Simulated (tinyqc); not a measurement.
Inside a calculation. Model: bias-temperature instability from a Gaussian distribution of capture and emission barriers. Computed by tinyqc, a small Python program that keeps every step. Command: `OMP_NUM_THREADS=1 python tinyqc.py 3027341 3027342 out.jsonl bti walk`. One thread of a shared host (Intel(R) Xeon(R) Processor @ 2.30GHz), about 0.01 s of CPU time with the checks. Intermediate numbers are printed to about 6 digits and carried at full precision; extremes and crossings named in words are read from the listed rows.

Each trap has a capture time tau_0 exp(E_c/(k_B T)) under stress and an emission time tau_0 exp(E_e/(k_B T)) after it. E_c is Gaussian, and E_e = E_c + d with d Gaussian and independent. A trap counts as filled once t_s exceeds its capture time and as emptied once t_r exceeds its emission time.

Inputs (values chosen for the exercise, for a model p-channel transistor):
```
quantity                                      value        unit
shift with all traps filled V_max                72          mV
mean capture barrier at zero field mu_c        1.64          eV
spread of capture barriers sigma_c             0.37          eV
lowering of mu_c per field k_F                0.045  eV/(MV/cm)
oxide field F                                   6.7       MV/cm
mean of E_e - E_c at the stress field, delta  -0.12          eV
spread of E_e - E_c, sigma_d                   0.34          eV
time constant tau_0                           6e-11           s
temperature T                                   150           C
stress time t_s                                4000           s
recovery time t_r                               0.4           s
failure criterion                                30          mV
```

Constants: k_B = 8.617333262e-05 eV/K.

## Stress

Demarcation energies E_s = k_B T ln(t_s/tau_0), E_r = k_B T ln(t_r/tau_0); mean barrier mu = mu_c - k_F F; z = (E_s - mu)/sigma_c; Phi is the standard normal distribution. Temperatures in kelvin are T(C) + 273.15. Shift without recovery dV0 = V_max Phi(z); local time exponent n = d ln dV0/d ln t_s = (k_B T/sigma_c) exp(-z^2/2)/(sqrt(2 pi) Phi(z)); apparent activation energy n E_s.

E_s = 1.16068 eV

mean barrier mu = 1.3385 eV

z = -0.480585

shift without recovery dV0 = 22.7092 mV

time exponent n = 0.111059

apparent activation energy = 0.128904 eV

The stress has filled 32 % of the traps. The apparent energy 0.129 eV is only the share n of the barriers near 1.16 eV that are being crossed.

## Recovery

Remaining shift dV = V_max int_(-infinity)^(E_s) g(E_c) [1 - Phi((E_r - E_c - delta)/sigma_d)] dE_c, g the Gaussian density of E_c (Gauss-Legendre, 120 points over 7 sigma_c below E_s).

E_r = 0.824835 eV

remaining shift dV = 11.0203 mV

remaining share dV/dV0 = 0.485279

A measurement delay of t_r hides 51 % of the shift.

## Lifetime

Solve V_max Phi(z) = criterion for t_s; the power-law extrapolation from the stress point is t_s (criterion/dV0)^(1/n); 1 year = 3.15576e7 s.

log10 of the lifetime in s = 4.79258

log10 of the power-law estimate in s = 4.69085

The power law gives a time shorter by 0.10 decades, since n falls as traps fill; ten years is log10 = 8.50.

## What a measurement delay does to the time exponent

Columns: no delay, and delays of 1 us, 1 ms and 1 s.

Shift (mV):
```
t_s (s)   no delay     1 us     1 ms      1 s
1.00e+00    6.9946   5.0218   3.2202   1.5051
1.00e+01   10.2292   7.9174   5.4745   2.8365
1.00e+02   14.3494  11.7623   8.6744   4.9326
1.00e+03   19.3355  16.5465  12.8768   7.9508
1.00e+04   25.0678  22.1454  18.0049  11.9394
1.00e+05   31.3285  28.3266  23.8447  16.7958
1.00e+06   37.8246  34.7802  30.0760  22.2659
1.00e+07   44.2281  41.1632  36.3293  27.9908
```

Between 10 and 1000 s the apparent exponent is 0.138 without delay, 0.160 at 1 us, 0.186 at 1 ms and 0.224 at 1 s: a slow measurement loses more of a short stress than of a long one, which steepens the curve. Without delay the exponent falls from 0.165 to 0.068 over the table, so the growth is not a true power law. Caution: step-function filling and one Gaussian population are simplifications; real devices show several populations.

Checks made by the program: time exponent against a finite difference (relative difference 2e-10).
